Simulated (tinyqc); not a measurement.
Resistance of a tapered via with liner, size effect and interface: one step of the calculation.

A round via whose diameter grows from db at the bottom as D(z) = db + 2 z/tan(ang). The fill, of diameter D - 2 tl, starts above the bottom liner (thickness fb tl) and has rho = rho0 (1 + ks lam/(D - 2 tl)); the sidewall liner conducts in parallel with it. The bottom liner and the interface are crossed over the full area pi db^2/4. Spreading in the lines above and below is left out.

Problem. Slices of the via. Slices between z0 = fb tl and hv, evaluated at their midpoints: conductance per length pi/4 [(D - 2 tl)^2/rho + (D^2 - (D - 2 tl)^2)/rl], slice resistance = slice height over that. 9 slices.

Inputs (values chosen for the exercise); fill metal close to copper:
- db = 24 nm (diameter at the bottom)
- hv = 50 nm (height)
- ang = 87 degrees (sidewall angle)
- rho0 = 1.65 uohm cm (bulk resistivity of the fill)
- lam = 41 nm (mean free path of the fill)
- ks = 1.1 (size-effect factor)
- tl = 1.6 nm (liner on the sidewall)
- fb = 1 (liner at the bottom over that on the sidewall)
- rl = 590 uohm cm (resistivity of the liner)

Give: z; D; rho; slice resistance.

Solution.

```
slice  z (nm)  D (nm)  rho (uohm cm)  slice resistance (ohm)
0      4.2889  24.450         5.1520                 0.77904
1      9.6667  25.013         5.0615                 0.72640
2      15.044  25.577         4.9755                 0.67863
3      20.422  26.141         4.8938                 0.63515
4      25.800  26.704         4.8160                 0.59550
5      31.178  27.268         4.7419                 0.55924
6      36.556  27.832         4.6711                 0.52602
7      41.933  28.395         4.6035                 0.49551
8      47.311  28.959         4.5389                 0.46744
```

tinyqc, about 0.01 s, one thread, Intel Xeon 2.30GHz (shared host): `OMP_NUM_THREADS=1 python tinyqc.py 2750125 2750126 out.jsonl`
